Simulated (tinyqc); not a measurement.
Frequency dispersion of an accumulation capacitance by border traps, distributed model: one step of the calculation.

Traps spread evenly through the insulator exchange electrons with the semiconductor by tunnelling, with tau(x) = t0 exp(2 ka x) at depth x from the interface. The admittance per area Y seen at depth x obeys dY/dx = -Y^2/(i w eps0 eox) + q Nb ln(1 + i w tau)/tau, with Y(0) = i w Cs and w = 2 pi f; the gate sees Y(tox) = G + i w C. Working variable y = Y/(i w), in uF/cm^2. Cox = eps0 eox/tox.

Question. Capacitance and conductance at the gate. Beyond xe the traps are ignored, so 1/y(tox) = 1/y(xe) + (tox - xe)/(eps0 eox); C = Re y, G/w = -Im y, loss tangent G/(w C).

Inputs (values chosen for the exercise); permittivity close to that of silicon dioxide:
- eox = 3.79 (relative permittivity of the insulator)
- tox = 11 nm (insulator thickness)
- xe = 1.6 nm (depth down to which the steps are taken)

Constants: eps0 = 8.8541878128e-14 F/cm where lengths are in cm. Results are converted to the units shown.

y at xe = 2.0273433-0.1661346i uF/cm^2

Wanted: y at the gate; C; G/w; loss tangent.

Answer.

y at the gate = 0.30380-0.00371i uF/cm^2
C = 0.30380 uF/cm^2
G/w = 0.0037063 uF/cm^2
loss tangent = 0.012200

Computed by the program tinyqc: `OMP_NUM_THREADS=1 python tinyqc.py 2202039 2202040 out.jsonl`, one thread of a shared Intel Xeon 2.30GHz, about 0.8 s for the whole run.
